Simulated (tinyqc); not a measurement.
# Schottky barrier on an n-type semiconductor, non-linear Poisson equation by Newton steps: effect of the barrier height

One dimension, metal at x = 0, donor density C(x) = Nd, uniform. Energies are counted from the electron Fermi level of the semiconductor and the conduction-band edge is Ec = -psi, so n = Nc exp(psi/Vt); holes follow the Fermi level of the metal, at -V, so p = Nv exp((V - psi - Eg)/Vt). Ends: psi(0) = V - phiB and psi = Vt ln(Nd/Nc) deep inside. Boltzmann statistics, full ionisation, no current, no image force in the Poisson equation.

First integral for uniform doping: E_0^2 = (2 q/(eps0 eps_r)) [Nd (U - Vt + Vt exp(-U/Vt)) + Vt p_0], U = Vbi - V, Vbi = phiB - Vt ln(Nc/Nd), p_0 = Nv exp((phiB - Eg)/Vt) (deep holes neglected). Image-force lowering dphi = sqrt(q E_0/(4 pi eps0 eps_r)), at x_m = sqrt(q/(16 pi eps0 eps_r E_0)). W = sqrt(2 eps0 eps_r U/(q Nd)).

Inputs (values chosen for the exercise); band and dielectric values close to those of 4H silicon carbide:
- T = 300 K (temperature)
- Eg = 3.23 eV (band gap)
- eps_r = 9.7 (relative permittivity)
- Nc = 1.73e19 cm^-3 (conduction-band density of states at T)
- Nv = 2.52e19 cm^-3 (valence-band density of states at T)
- Nd = 3.2e16 cm^-3 (donor density deep in the semiconductor)
- V = 0 V (bias of the metal against the semiconductor)

Constants: q = 1.602176634e-19 C, kB = 1.380649e-23 J/K, Vt = kB T/q, eps0 = 8.8541878128e-14 F/cm where lengths are in cm. Results are converted to the units shown.

Result of one run:
```
Vbi (V)  W (nm)  E_0 (kV/cm)  dphi (mV)  exp(dphi/Vt)     p_0/Nd
1.697     238.5        141.3      45.79         5.879  7.608e-21
```

Which barrier height phiB gave this result: 1.29, 1.43, 1.58, 1.86 or 2.01 eV?

phiB = 1.86 eV.

The whole series:
```
phiB (eV)  Vbi (V)  W (nm)  E_0 (kV/cm)  dphi (mV)  exp(dphi/Vt)     p_0/Nd
1.29         1.127   194.3        114.7      41.26         4.933  2.022e-30
1.43         1.267   206.1        121.7      42.51         5.178  4.545e-28
1.58         1.417   217.9        128.9      43.74         5.430  1.505e-25
1.72         1.557   228.4        135.2      44.80         5.658  3.384e-23
1.86         1.697   238.5        141.3      45.79         5.879  7.608e-21
2.01         1.847   248.8        147.5      46.79         6.110  2.519e-18
2.15         1.987   258.0        153.0      47.66         6.320  5.663e-16
2.29         2.127   267.0        158.4      48.49         6.526  1.273e-13
```

As phiB goes from 1.29 to 2.29, the surface field rises from 115 to 158 kV/cm, the lowering rises from 41.3 to 48.5 mV and W rises from 194 to 267 nm.

tinyqc, about 0.05 s, one thread, Intel Xeon 2.30GHz (shared host): `OMP_NUM_THREADS=1 python tinyqc.py 2020008 2020009 out.jsonl`
